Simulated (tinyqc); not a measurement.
Cahn-Hilliard equation on a periodic one-dimensional grid: one step, computed by the program tinyqc. Command: `OMP_NUM_THREADS=1 python tinyqc.py 3001330 3001331 out.jsonl cahn walk`. One thread of a shared host (Intel(R) Xeon(R) Processor @ 2.30GHz), about 0.03 s of CPU time with the checks.

Free energy F = h sum_j [A (c_j^2 - 1)^2/4 + (kappa/2) ((c_(j+1) - c_j)/h)^2]; dc/dt = Lap(mu), mu = A (c^3 - c) - kappa Lap(c), Lap(y)_j = (y_(j+1) - 2 y_j + y_(j-1))/h^2, mobility 1; the grid has n = 12 points.

Question. The first step. Start: c_j = c0 + amplitude x (z_j - mean of z). With Fourier components y_m = sum_j y_j exp(-2 pi i j m/n): c_m(new) = [c_m - dt lambda_m N_m]/(1 + dt kappa lambda_m^2), N = A (c^3 - c), lambda_m = (4/h^2) sin^2(pi m/n).

Inputs (values chosen for the exercise, in reduced units): spacing h = 0.84; well depth A = 0.66; gradient coefficient kappa = 0.84; mean composition c0 = 0.13; noise amplitude = 0.05; time step dt = 0.11.

Scheme: semi-implicit Fourier.

random numbers: [-0.600, -1.000, 0.097, 0.315, -0.135, 0.618, 0.558, 0.442, -0.290, 0.928, -0.445, -0.028]

Give: c at the start; mu at the start; c after one step; F at the start; F after one step.

Answer.

c at the start: [0.0981, 0.0781, 0.1329, 0.1438, 0.1213, 0.1590, 0.1560, 0.1502, 0.1136, 0.1745, 0.1058, 0.1267]

mu at the start: [-0.0744, -0.1403, -0.0339, -0.0532, -0.1505, -0.0539, -0.0971, -0.0602, -0.1901, 0.0426, -0.1756, -0.0234]

c after one step: [0.0969, 0.0887, 0.1247, 0.1387, 0.1326, 0.1535, 0.1561, 0.1461, 0.1302, 0.1537, 0.1213, 0.1176]

F at the start = 1.613

F after one step = 1.608
